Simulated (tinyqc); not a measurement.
## Mobility and threshold from two currents

Question. In the linear region I = mu Cox (W/L) [(Vgs - VT) Vds - m Vds^2/2], Cox = eps0 eox/tox. Find mu and VT.

Inputs (values chosen for the exercise): relative permittivity of the gate insulator eox = 8.76; insulator thickness tox = 8.5 nm; gate width W = 10 um; gate length L = 1 um.

Constants: eps0 = 8.8541878128e-14 F/cm where lengths are in cm. Results are converted to the units shown.

I at Vgs = 0.63 and 1.13 V, Vds = 0.05 V (uA): [42.053932, 99.085319]
m = 1.2240216

Answer. The slope dI/dVgs is mu Cox (W/L) Vds; the line meets zero current at VT + m Vds/2.

mu = 250 cm^2/(V s)
VT = 0.231 V

Program tinyqc, `OMP_NUM_THREADS=1 python tinyqc.py 2360117 2360118 out.jsonl`; Intel Xeon 2.30GHz, shared host, one thread, about 0.05 s.
